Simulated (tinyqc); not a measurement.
Small-signal admittance of a forward-biased p+-n diode: two steps of the calculation.

Holes injected into a neutral base of width wb with an ohmic contact at its end; low injection, p0 far above the equilibrium density. A small voltage v exp(i w t), w = 2 pi f, modulates the edge density by p0 v/Vt, and the small-signal density obeys Dp d2p/dx2 = (1/tau + i w) p.

Parameters, values chosen for the exercise; permittivity close to that of 4H silicon carbide: temperature T = 275 K; relative permittivity eps_r = 9.7; donor density of the base Nd = 2.4e15 cm^-3; hole diffusion coefficient Dp = 2.5 cm^2/s; hole lifetime tau = 1e-8 s; width of the neutral base wb = 0.46 um; excess hole density at the junction edge p0 = 2.6e11 cm^-3; acceptor density of the p+ side Na = 9e18 cm^-3; signal frequency f = 1.2e8 Hz.

Constants: q = 1.602176634e-19 C, kB = 1.380649e-23 J/K, Vt = kB T/q, eps0 = 8.8541878128e-14 F/cm where lengths are in cm. Results are converted to the units shown.

Problem 1. Closed-form admittance. L = sqrt(Dp tau); direct current J = (q Dp p0/L) coth(wb/L); k = sqrt(1 + i w tau)/L; diffusion admittance Y = (q Dp p0/Vt) k coth(k wb) = G + i w C_diff; junction capacitance C_j = sqrt(q eps0 eps_r Nd/(2 Vr)) in the depletion approximation, with the remaining barrier Vr = Vt ln(Na/p0), a rough value under forward bias; base-width modulation is left out.

Wanted: L; J; k wb; Y; C_diff; C_j.

Solution 1.

L = 1.5811 um
J = 0.0023275 A/cm^2
k wb = 0.60349+0.52873i
Y = 0.099056+0.020045i S/cm^2
C_diff = 2.6586e-5 uF/cm^2
C_j = 0.020035 uF/cm^2

G is 1.01 times its low-frequency value J/Vt, and C_diff is 0.00133 times C_j.

Problem 2. The same by finite differences. 8 equal intervals, h = wb/8; u = small-signal density over its edge value, u_0 = 1, u_8 = 0; u_(i-1) + b u_i + u_(i+1) = 0 with b = -2 - h^2 (1/tau + i w)/Dp; Y = (q Dp p0/(Vt h)) (-b/2 - u_1), which includes the half box at the edge.

Wanted: b; u; Y on the mesh.

Solution 2.

b = -2.001-0.010i

| node | u |
|---|---|
| 1 | 0.8710-0.0215i |
| 2 | 0.7435-0.0343i |
| 3 | 0.6172-0.0397i |
| 4 | 0.4922-0.0390i |
| 5 | 0.3681-0.0335i |
| 6 | 0.2450-0.0243i |
| 7 | 0.1223-0.0128i |

Y on the mesh = 0.09906+0.02021i S/cm^2

Numbers from tinyqc (`OMP_NUM_THREADS=1 python tinyqc.py 2890109 2890110 out.jsonl`; about 0.01 s on one thread of a shared Intel Xeon 2.30GHz).
